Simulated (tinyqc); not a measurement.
# Memristor with linear dopant drift, Joglekar window: effect of the film thickness on the first half period

A film of thickness D has a doped share x: R = Ron x + Roff (1 - x), i = v/R, dx/dt = k i F with k = mv Ron/D^2 and F = 1 - (2 x - 1)^(2 p). The drive is v = V0 sin(2 pi f t). The model has no threshold and no heating.

The equation is integrated to convergence over the first half period; the lobe area is the integral of i dv, down branch less up branch.

Parameters, values chosen for the exercise: resistance of the fully doped film Ron = 50 ohm; resistance of the undoped film Roff = 16000 ohm; dopant mobility mv = 1.1e-14 m^2/(V s); doped share at t = 0 x0 = 0.22; amplitude V0 = 0.6 V; window exponent p = 1; frequency f = 0.3 Hz.

Effect of the film thickness on the first half period:
```
D (nm),x at half period,R0/R(half period),peak i (uA),lobe area (uW)
10,0.5271,1.645,58.45,5.726
13,0.3690,1.235,52.66,2.214
17,0.2977,1.110,50.41,1.053
22,0.2636,1.059,49.37,0.5648
29,0.2441,1.032,48.77,0.3050
38,0.2337,1.018,48.45,0.1715
50,0.2278,1.010,48.27,0.09704
```

As D goes from 10 to 50 nm, x at half period falls from 0.527 to 0.228, the resistance ratio falls from 1.65 to 1.01 and the lobe area falls from 5.73 to 0.0970 uW. The rate constant goes as 1/D^2, so the area goes as D^(-2.07) between the last two rows.

tinyqc, about 0.3 s, one thread, Intel Xeon 2.30GHz (shared host): `OMP_NUM_THREADS=1 python tinyqc.py 2880135 2880136 out.jsonl`
